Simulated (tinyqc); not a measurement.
Worked calculation: sheet resistance and Hall data of a diffused or implanted layer. Computed by tinyqc, a small Python program that keeps every step. Command: `OMP_NUM_THREADS=1 python tinyqc.py 3001520 3001521 out.jsonl layer walk`. One thread of a shared host (Intel(R) Xeon(R) Processor @ 2.30GHz), about 0.01 s of CPU time with the checks. Intermediate numbers are printed to about 6 digits and carried at full precision; extremes and crossings named in words are read from the listed rows.

Carriers are taken equal to the net active doping down to the junction (full ionisation, which deep dopants in wide-gap hosts do not reach; no spill-over, no depletion), and the Hall factor is 1.

Inputs (values chosen for the exercise, modelled on phosphorus in silicon):
```
quantity                                 value        unit
mu_min                                    67.3  cm^2/(V s)
mu_max                                    1380  cm^2/(V s)
N_ref                                  9.3e+16      1/cm^3
exponent alpha                            0.72           -
peak concentration N_0                   6e+20      1/cm^3
length scale l                              45          nm
background doping N_B (opposite type)  4.7e+15      1/cm^3
probe current I                              1          mA
magnetic field B                           0.3           T
solubility limit N_s                   3.3e+20      1/cm^3
```

Profile: box. Activation: limited by solubility.

Constants: e = 1.602176634e-19 C.

## Dose and junction depth

N(x) = N_0 down to x_j = l, dose N_0 l.

dose = 2.70e+15 1/cm^2

junction depth x_j = 45 nm

## Sheet values

Mobility mu = mu_min + (mu_max - mu_min)/(1 + (N_t/N_ref)^alpha), N_t = active doping + N_B; carriers n = active doping - N_B, active doping min(N, N_s). Integrals from x_0 (0 unless stated) to x_j by the midpoint rule on 400 even intervals: 1/R_s = e int n mu dx; sheet density n_s = int n dx; Hall sheet density (int n mu dx)^2/int n mu^2 dx; Hall mobility int n mu^2 dx/int n mu dx. Mean conductivity 1/(R_s x_j); mean mobility 1/(e n_s R_s).

sheet resistance R_s = 59.2498 ohm

sheet density n_s = 1.48498e+15 1/cm^2

mean mobility = 70.9386 cm^2/(V s)

Hall sheet density = 1.48498e+15 1/cm^2

Hall mobility = 70.9386 cm^2/(V s)

mean conductivity 1/(R_s x_j) = 3750.60 S/cm

Carriers amount to 55.0 % of the dose, the rest being above the solubility limit or compensated. A Hall measurement reports 100.0 % of n_s, exactly n_s for a uniform layer.

## What the probes read

Collinear four-point probe on a large thin layer: V = I R_s ln(2)/pi. Van der Pauw on a symmetric sample: R = R_s ln(2)/pi as well. Hall voltage V_H = I B/(e x Hall sheet density); tangent of the Hall angle V_H/(I R_s).

four-point voltage = 13.0726 mV

Hall voltage = 0.126093 mV

tangent of the Hall angle = 0.00212816

## Shortcuts against the integral

Shortcuts: R_s = 1/(e Q mu) with the dose Q and the mobility at the (active) peak concentration; 1/(e n_s mu) with mu at N_t = n_s/x_j + N_B; 1/(e Q mu_max).

Sheet resistances:
```
method                                   R_s (ohm)  deviation (%)
integral                                   59.2498         0.0000
dose, mobility at the peak                 32.5869       -45.0008
n_s, mobility at the mean concentration    59.2498        -0.0001
dose, mu_max                                1.6751       -97.1728
```

The closest shortcut is «n_s, mobility at the mean concentration» (0.0 %). Counting inactive dopants as carriers underestimates R_s.

Checks made by the program: conductance integral against adaptive quadrature (relative difference below 1e-10).
